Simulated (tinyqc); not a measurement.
Ionisation and resistivity against doping: donors on two lattice sites with valley-orbit split states.

Each donor binds at most one electron, in any of its states. For a site s, W_s = sum over its states of g exp(E/kT), and the ionised share is 1/(1 + W_s exp(eta)), eta = (EF - Ec)/kT; n = Nc F_1/2(eta); neutrality n + NA = ND x (mean ionised share, the two sites in equal numbers); holes are neglected. Nc from N = 2 (m kB T/(4 pi c))^(3/2) with c = hbar^2/2m0, in 1/angstrom^3; times 1e24 for 1/cm^3, m = md. F_j(eta) = (1/Gamma(j + 1)) integral_0^infinity x^j dx/(1 + exp(x - eta)), which tends to exp(eta) for eta << 0.

Mobility (Caughey-Thomas form): mu = mu0 + (mu1 (T/300)^(-ga) - mu0)/(1 + ((ND + NA)/Nr)^de); rho = 1/(e n mu), e = 1.602176634e-19 C.

Constants: hbar^2/2m0 = 3.80998211 eV angstrom^2; kB = 8.617333262e-05 eV/K.

Inputs chosen for the exercise (near those of nitrogen in 4H-SiC; not measured data): md = 0.834 m0 (density-of-states mass of the conduction band); E = (64.8, 56.5, 114.7, 74.1) meV (binding energies of h ground, h excited, k ground, k excited); g = (2, 4, 2, 4) (their degeneracies with spin); T = 225 K; mu0 = 44 cm^2/(V s) (mobility at heavy doping); mu1 = 915 cm^2/(V s) (mobility at light doping and 300 K); Nr = 1.9e+17 1/cm^3 (reference doping); de = 0.61 (doping exponent); ga = 2.4 (temperature exponent).

NA = 0.

Results:
```
ND (1/cm^3)  n (1/cm^3)   n/ND  mu (cm^2/(V s))  rho (ohm cm)  rho at full ionisation
1.0e+14        9.96e+13  0.996             1807          34.7                    34.5
1.0e+15        9.62e+14  0.962             1755          3.70                    3.56
1.0e+16        7.79e+15  0.779             1572         0.510                   0.397
3.0e+16        1.88e+16  0.626             1389         0.239                   0.150
1.0e+17        4.53e+16  0.453             1107         0.125                  0.0564
3.0e+17        9.41e+16  0.314              811        0.0818                  0.0256
1.0e+18        1.95e+17  0.195              518        0.0616                  0.0120
2.0e+18        2.90e+17  0.145              386        0.0557                 0.00808
```

What can be read from this table?

From 1e16 to 1e18 1/cm^3 rho falls by a factor 8.28, not 100: the mobility takes a factor 3.03 and incomplete ionisation 3.99. n/ND is below 0.9 from 1e+16 1/cm^3 on. Near 1e19 1/cm^3 and above the levels merge with the band, and already below that screening lowers the binding energy, so the last rows understate n.

Computed by tinyqc, a small Python program: `OMP_NUM_THREADS=1 python tinyqc.py 1650893 1650894 out.jsonl` (the numbers bound the seed that draws the inputs); one thread of a shared host (Intel(R) Xeon(R) Processor @ 2.30GHz), about 0.01 s for the whole set of steps.
